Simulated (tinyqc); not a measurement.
MOSFET in the linear regime without short-channel effects, parameter extraction from computed curves: one step of the calculation.

Inversion charge Q = Cox n Vt W0(exp((Vg - VT)/(n Vt))), W0 the Lambert function and n = nf; u = Q/Cox; mobility mu = mu0/(1 + th1 u + th2 u^2); channel resistance Rch = (L - dL)/(W mu Q); Id = Vd/(Rch + Rsd/W). Cox = eps0 eox/tox. Small Vd, no channel-length or drain effects.

Question. Transfer curve. u, mu, Rch and Id as defined.

Values chosen for this exercise; channel values of the order met in silicon transistors:
- T = 300 K (temperature)
- eox = 3.9 (relative permittivity of the gate insulator (close to silicon dioxide))
- tox = 5.8 nm (insulator thickness)
- mu0 = 260 cm^2/(V s) (low-field mobility)
- th1 = 0.73 1/V (first mobility attenuation factor)
- th2 = 0 1/V^2 (second mobility attenuation factor)
- VT = 0.52 V (threshold voltage)
- nf = 1.43 (body factor)
- W = 10 um (gate width)
- L = 0.35 um (drawn gate length)
- dL = 0.02 um (drawn less effective length)
- Rsd = 140 ohm um (source plus drain resistance)
- Vd = 0.025 V (drain voltage)

Constants: q = 1.602176634e-19 C, kB = 1.380649e-23 J/K, Vt = kB T/q, eps0 = 8.8541878128e-14 F/cm where lengths are in cm. Results are converted to the units shown.

Vg, point 0 to 11 (V): 0.32  0.42  0.52  0.62  0.72  0.82  0.92  1.02  1.12  1.22  1.32  1.42

Find: u; mu; Rch; Id.

Answer.

```
point     u (V)  mu (cm^2/(V s))  Rch (ohm)  Id (uA)
0      1.646e-4            260.0    1.296e6  0.01930
1      0.002322            259.6    9.198e4   0.2717
2       0.02097            256.1    1.032e4    2.418
3       0.07423            246.6       3028    8.219
4        0.1486            234.6       1590    15.58
5        0.2321            222.3       1074    22.97
6        0.3202            210.7      821.4    29.92
7        0.4110            200.0      674.4    36.32
8        0.5035            190.1      579.1    42.15
9        0.5972            181.1      512.6    47.47
10       0.6917            172.8      463.8    52.32
11       0.7869            165.1      426.5    56.75
```

Computed by the program tinyqc: `OMP_NUM_THREADS=1 python tinyqc.py 2210163 2210164 out.jsonl`, one thread of a shared Intel Xeon 2.30GHz, about 0.01 s for the whole run.
